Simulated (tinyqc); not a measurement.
Stripping the layer step by step: sheet resistance and Hall data of a diffused or implanted layer. Computed by tinyqc, a small Python program. Command: `OMP_NUM_THREADS=1 python tinyqc.py 3022136 3022137 out.jsonl layer walk`. One thread of a shared host (Intel(R) Xeon(R) Processor @ 2.30GHz), about 0.01 s of CPU time with the checks.

Carriers are taken equal to the net active doping down to the junction (full ionisation, which deep dopants in wide-gap hosts do not reach; no spill-over, no depletion), and the Hall factor is 1.

Inputs (values chosen for the exercise, modelled on donors in germanium):
```
quantity,value,unit
mu_min,293,cm^2/(V s)
mu_max,3840,cm^2/(V s)
N_ref,1.2e+17,1/cm^3
exponent alpha,0.56,-
peak concentration N_0,6.1e+18,1/cm^3
length scale l,25,nm
background doping N_B (opposite type),1.6e+17,1/cm^3
projected range R_p,59,nm
```

Profile: buried Gaussian (implant). Activation: complete.

Constants: e = 1.602176634e-19 C.

Method:
- N(x) = N_0 exp(-(x - R_p)^2/(2 l^2)) for x > 0, dose N_0 l sqrt(pi/2) erfc(-R_p/(l sqrt 2)), junction x_j = R_p + l sqrt(2 ln(N_0/N_B)); the layer starts at x_0 = max(0, 2 R_p - x_j).
- Mobility mu = mu_min + (mu_max - mu_min)/(1 + (N_t/N_ref)^alpha), N_t = active doping + N_B; carriers n = active doping - N_B, all dopants active.
- Integrals from x_0 (0 unless stated) to x_j by the midpoint rule on 400 even intervals: 1/R_s = e int n mu dx; sheet density n_s = int n dx; Hall sheet density (int n mu dx)^2/int n mu^2 dx; Hall mobility int n mu^2 dx/int n mu dx.
- After removing a depth d the integrals start at d. Differences between neighbouring rows give the local conductivity -d(1/R_s)/dx at the middle of the slice (the last slice uses one more step, not listed).

junction depth x_j = 126.462 nm

Differential sheet resistance:
```
removed d (nm),R_s (ohm),slice conductivity (S/cm),sigma at mid-slice (S/cm)
0,239.1,99.63,97.64
13,246.7,234.35,232.97
26,266.8,398.20,398.86
39,309.5,543.57,547.19
52,396.1,605.92,611.11
65,575.8,552.07,555.89
78,981.4,410.85,411.73
91,2062.6,246.32,245.04
```

What follows from these numbers?

R_s doubles after removing between 52.0 and 65.0 nm of a layer 126 nm deep, so half the current flows above that depth. Where sigma exceeds a tenth of its largest listed value, the slice values agree with it within 3 %.

Extremes, crossings and ranges named in words are read from the listed rows.
